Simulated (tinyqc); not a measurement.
# Capacitance measurement on a leaky thin oxide: effects of series resistance and leakage: readings against frequency

The device is a capacitance C in parallel with a leakage conductance G, in series with Rs and Ls. An impedance meter reports either a parallel pair (Cp, Gp) from Y = 1/Z = Gp + i w Cp or a series pair (Cs, Rm) from Z = Rm + 1/(i w Cs); w = 2 pi f, dissipation D = Gp/(w |Cp|).

EOT = 3.9 tox/eox; CET = EOT + zc + zp; C = 3.9 eps0 A/CET; G = Jg A/Vs. Z = Rs + i w Ls + 1/(G + i w C); CET read from Cp = 3.9 eps0 A/Cp; errors under 0.001 % are printed as 0.

Values chosen for this exercise; values of the order met in thin-oxide MOS capacitors:
```
symbol   value    unit                                                                 meaning
eox       7.44          relative permittivity of the gate insulator (close to silicon nitride)
tox        1.8      nm                                                     insulator thickness
A         2500    um^2                                                               gate area
zc        0.45      nm              oxide-equivalent thickness added by the accumulation layer
zp           0      nm                      oxide-equivalent thickness added by gate depletion
Jg      0.0087  A/cm^2              gate leakage current density, not matched to the thickness
Vs        0.34       V                               voltage for an e-fold rise of the leakage
Rs         340     ohm                                                       series resistance
Ls           0      nH                                                       series inductance
```

Constants: eps0 = 8.8541878128e-14 F/cm where lengths are in cm. Results are converted to the units shown.

The same in every row: C (pF) = 61.95.

Readings against frequency:
```
f (Hz)	Cp (pF)	Cs (pF)	D	error of Cp (%)	error of Cs (%)	CET read from Cp (nm)
1000	61.92	229.3	1.644	-0.0435	270	1.394
3000	61.92	80.54	0.5483	-0.0435	30.0	1.394
10000	61.92	63.62	0.1657	-0.0437	2.70	1.394
30000	61.92	62.13	0.05877	-0.0451	0.300	1.394
1e5	61.91	61.97	0.02967	-0.0610	0.0270	1.394
3e5	61.82	61.95	0.04518	-0.201	3.00e-3	1.396
1e6	60.86	61.95	0.1340	-1.76	0	1.419
3e6	53.49	61.95	0.3976	-13.6	0	1.614
1e7	22.51	61.95	1.324	-63.7	0	3.835
3e7	3.696	61.95	3.970	-94.0	0	23.36
```

D goes from 1.64 through a minimum of 0.0297 (at f = 1e5 Hz among the rows listed) to 3.97; without inductance its minimum lies at f = sqrt(G (1 + G Rs)/Rs)/(2 pi C) = 1.11e5 Hz. The error of Cp goes from -0.0435 to -94.0 % and that of Cs from 270 to 0 %; at low frequency Cp tends to C/(1 + G Rs)^2 and Cs grows as 1 + (G/(w C))^2. One of the two readings is within 2 % of C for f = 1000, 3000, 10000, 30000, 1e5, 3e5, 1e6, 3e6, 1e7, 3e7 Hz. For f = 1000, 1e7, 3e7 D exceeds 1, where the accuracy of real meters degrades in proportion to sqrt(1 + D^2).

Program tinyqc, `OMP_NUM_THREADS=1 python tinyqc.py 2022109 2022110 out.jsonl`; Intel Xeon 2.30GHz, shared host, one thread, about 0.01 s.
